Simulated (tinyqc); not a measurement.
Planar ballistic transistor, top-of-the-barrier model: one step of the calculation.

At the top of the source barrier, states moving towards the drain are filled by the source (Fermi level 0) and states moving back by the drain (Fermi level -q Vd); nothing scatters. U is the shift of the band edge there, set by the capacitances CG, CD and CS (the total) and by the charge. Parabolic two-dimensional band; the source is grounded.

Question. Self-consistent potential at the barrier top. eta1 = -(E0 + U)/Vt, eta2 = eta1 - Vd/Vt, n = (N0/2)[F_0(eta1) + F_0(eta2)], F_0(x) = ln(1 + exp x). U(out) = UL + q (n - n0)/CS. Newton step: U(new) = U + (U(out) - U)/(1 + CQ/CS), CQ = (q/Vt) dn/d(eta1) with both F' summed; F_0'(x) = 1/(1 + exp(-x)).

Inputs (values chosen for the exercise); mass and valleys close to those of a monolayer dichalcogenide: temperature T = 200 K; band edge at the barrier top above the source Fermi level at zero bias E0 = 0.29 eV; drain voltage Vd = 0.2 V.

Constants: q = 1.602176634e-19 C, kB = 1.380649e-23 J/K, Vt = kB T/q. Results are converted to the units shown.

U at the start (U = UL) = -0.6174 eV
N0 = 6.9258830e12 cm^-2
CS = 17.087029 uF/cm^2
n0 = 3.4103329e5 cm^-2
UL = -0.6174 eV

Give: eta1; eta2; n; U(out); CQ; U after iteration 1.

Answer.

eta1 = 19.00
eta2 = 7.392
n = 9.138e13 cm^-2
U(out) = 0.2395 eV
CQ = 64.36 uF/cm^2
U after iteration 1 = -0.4376 eV

tinyqc, about 0.01 s, one thread, Intel Xeon 2.30GHz (shared host): `OMP_NUM_THREADS=1 python tinyqc.py 2400109 2400110 out.jsonl`
